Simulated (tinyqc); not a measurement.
# Specific resistance of a metal-semiconductor contact and its transmission-line measurement, step by step

A worked calculation. Computed by tinyqc, a small Python program that keeps every step. Command: `OMP_NUM_THREADS=1 python tinyqc.py 3017380 3017381 out.jsonl contact walk`. One thread of a shared host (Intel(R) Xeon(R) Processor @ 2.30GHz), about 0.01 s of CPU time with the checks. Intermediate numbers are printed to about 6 digits and carried at full precision; extremes and crossings named in words are read from the listed rows.

The barrier is parabolic (depletion approximation), energies E are normal energies counted from the band edge in the neutral semiconductor (downwards for holes), and the bias is zero. xi is an input, held fixed when other inputs move.

Inputs (values chosen for the exercise, modelled on n-type silicon): tunnelling mass m = 0.29 m_0; permittivity eps = 11.7; Richardson constant A* = 115 A/(cm^2 K^2); barrier height phi_B = 0.72 eV; doping N = 4.2e+19 1/cm^3; Fermi level above the band edge in the bulk, xi = 0.024 eV; temperature T = 300 K; sheet resistance R_sh = 270 ohm; contact length d = 18 micrometre; contact width W = 70 micrometre.

Image-force lowering: included.

Constants: hbar = 1.054571817e-34 J s; eps_0 = 8.8541878128e-12 F/m; m_0 = 9.1093837015e-31 kg; k_B = 8.617333262e-05 eV/K; e = 1.602176634e-19 C.

## Tunnelling energy and barrier

E_00 = (e hbar/2) sqrt(N/(eps eps_0 m)); band bending E_b = phi_B + xi; depletion width w = sqrt(2 eps eps_0 E_b/(e^2 N)). Image lowering d_phi = (e^3 N E_b/(8 pi^2 (eps eps_0)^3))^(1/4) (E_b in volts), and E_b - d_phi replaces E_b everywhere except in w.

E_00 = 65.3221 meV

E_00/k_B T = 2.52677

depletion width = 4.78618 nm

barrier used, above the bulk band edge = 0.548390 eV

By the usual rule this is thermionic-field emission (0.5 to 5 k_B T).

## Transmission and supply

WKB transmission for E < E_b, with a = E/E_b: D = exp{-(E_b/E_00) [sqrt(1 - a) - a ln((1 + sqrt(1 - a))/sqrt(a))]}; D = 1 above. f = 1/(1 + exp((E - xi)/k_B T)).

E, D, f and D f at E/E_b = 0.05, 0.15, 0.3, 0.45, 0.6, 0.75, 0.9, 0.98:
```
E/E_b    E (eV)            D            f          D f
0.05   0.027420  6.97326e-04  4.66980e-01  3.25637e-04
0.15   0.082259  3.27076e-03  9.50444e-02  3.10867e-04
0.30   0.164517  1.87488e-02  4.34037e-03  8.13769e-05
0.45   0.246776  7.26779e-02  1.80906e-04  1.31479e-05
0.60   0.329034  2.11311e-01  7.51011e-06  1.58697e-06
0.75   0.411293  4.77617e-01  3.11721e-07  1.48883e-07
0.90   0.493551  8.34697e-01  1.29385e-08  1.07997e-08
0.98   0.537423  9.84232e-01  2.37071e-09  2.33333e-09
```

Among these points D f is largest at E/E_b = 0.05; for a non-degenerate tail the peak lies at E/E_b = 1/cosh^2(E_00/k_B T) = 0.025, but it cannot fall far below the Fermi level.

## Specific contact resistance

At zero bias 1/rho_c = (e A*/k_B^2) int D(E) f(E) dE, f = 1/(1 + exp((E - xi)/k_B T)); 200 Gauss-Legendre points from 0 to E_b, and k_B T ln(1 + exp((xi - E_b)/k_B T)) for the part above the barrier; the share of tunnelling is the part below.

specific contact resistance rho_c = 1.43535e-06 ohm cm^2

share of tunnelling = 99.9999 %

rho_c by thermionic emission alone = 1.61037 ohm cm^2

Tunnelling lowers rho_c by a factor 1.12e6. The field-emission exponent (E_b - xi)/E_00 is 8.0, the thermionic one (E_b - xi)/k_B T is 20.3.

## Current crowding

Transmission-line model: transfer length L_T = sqrt(rho_c/R_sh); R_c = (R_sh L_T/W) coth(d/L_T). Limits: rho_c/(W d) for d << L_T, sqrt(rho_c R_sh)/W for d >> L_T.

transfer length L_T = 0.729116 micrometre

d/L_T = 24.6874

contact resistance R_c = 2.81230 ohm

R_c W = 196.861 ohm micrometre

short-contact limit = 0.113916 ohm

long-contact limit = 2.81230 ohm

The contact is long: current crowds at the front edge, and more length does not help.

## A transmission-line measurement read back

Transmission-line model: transfer length L_T = sqrt(rho_c/R_sh); R_c = (R_sh L_T/W) coth(d/L_T). Two contacts a gap s apart give R = 2 R_c + R_sh s/W. A straight-line fit gives R_sh from the slope and R_c from the intercept; the simple reading takes L_x = R_c W/R_sh as the transfer length and rho_c = R_sh L_x^2.

Resistances:
```
gap s (micrometre)  R (ohm)
0.73                 8.4403
1.50                11.4103
2.90                16.8103
5.80                27.9960
12.00               51.9103
```

L_x = 0.729116 micrometre

rho_c by the simple reading = 1.43535e-06 ohm cm^2

simple reading over true value = 1

The simple reading is right, since coth(d/L_T) is 1 for so long a contact.

Checks made by the program: closed WKB exponent against numerical integration over the parabolic barrier (relative difference below 1e-10).
